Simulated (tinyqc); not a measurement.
Gaussian against the exact two-step profile: two-step dopant diffusion (predeposition and drive-in) with a constant diffusivity. Computed by tinyqc, a small Python program. Command: `OMP_NUM_THREADS=1 python tinyqc.py 3027340 3027341 out.jsonl dopdiff walk`. One thread of a shared host (Intel(R) Xeon(R) Processor @ 2.30GHz), about 0.05 s of CPU time with the checks.

Fick diffusion into a half space x > 0 whose background doping C_B is of the opposite type, so that a junction lies where C = C_B.

Inputs (values chosen for the exercise, modelled on gallium in silicon):
```
quantity                        value    unit
prefactor D0                    0.405  cm^2/s
activation energy E              3.39      eV
surface concentration C_s     6.9e+18  1/cm^3
background doping C_B         9.5e+15  1/cm^3
predeposition temperature T1      950       C
predeposition time t1               5     min
drive-in temperature T2          1025       C
drive-in time t2                  120     min
```

Furnace ramps of the drive-in: none.

Constants: k_B = 8.617333262e-05 eV/K.

Method:
- D = D0 exp(-E/(k_B T)).
- Temperatures in kelvin are T(C) + 273.15.
- Times in seconds are 60 times the minutes.
- (Dt)2 = D2 t2, t2 in seconds.
- C = C_s erfc(x/(2 sqrt(D1 t1))); dose Q = 2 C_s sqrt(D1 t1/pi); the junction solves erfc(z) = C_B/C_s with x_j = 2 z sqrt(D1 t1).
- With a sealed surface and a thin source, C = Q/sqrt(pi (Dt)2) exp(-x^2/(4 (Dt)2)); x_j = 2 sqrt((Dt)2 ln(C(0)/C_B)); gradient at the junction |dC/dx| = C_B x_j/(2 (Dt)2).
- Exact two-step profile: C = (2 C_s/pi) int_0^alpha exp(-beta (1 + u^2))/(1 + u^2) du with alpha = sqrt(D1 t1/(Dt)2), beta = x^2/(4 (D1 t1 + (Dt)2)).
- The integral takes 48 Gauss-Legendre points; solve C(x) = C_B.
- Gaussian: C = Q/sqrt(pi (Dt)2) exp(-x^2/(4 (Dt)2)).
- Depths are fractions of the Gaussian x_j.

surface concentration C(0) (Gaussian) = 3.54102e+17 1/cm^3

junction depth x_j = 0.539779 um

drive-in budget (Dt)2 = 2.01311e-10 cm^2

product D1 t1 = 1.30818e-12 cm^2

exact junction depth = 0.540786 um

Profiles:
```
x/x_j   x (um)  Gaussian (1/cm^3)  exact (1/cm^3)   ratio
0.0    0.00000         3.5410e+17      3.5334e+17  1.0022
0.2    0.10796         3.0639e+17      3.0592e+17  1.0015
0.4    0.21591         1.9847e+17      1.9854e+17  0.9997
0.6    0.32387         9.6255e+16      9.6588e+16  0.9966
0.8    0.43182         3.4949e+16      3.5223e+16  0.9922
1.0    0.53978         9.5000e+15      9.6287e+15  0.9866
1.2    0.64773         1.9333e+15      1.9730e+15  0.9799
```

What follows from these numbers?

With D1 t1/(Dt)2 = 0.0065, the Gaussian is 0.22 % high at the surface and 1.3 % low at its own junction; the exact junction lies at 0.5408 um, 0.19 % deeper. The dose is the same, but the real source already has a width, which is negligible here. Caution: C_s exceeds the intrinsic carrier density of silicon at the predeposition temperature (2e18 to 1e19 per cm^3), where real diffusivities rise with concentration and profiles turn box-like.
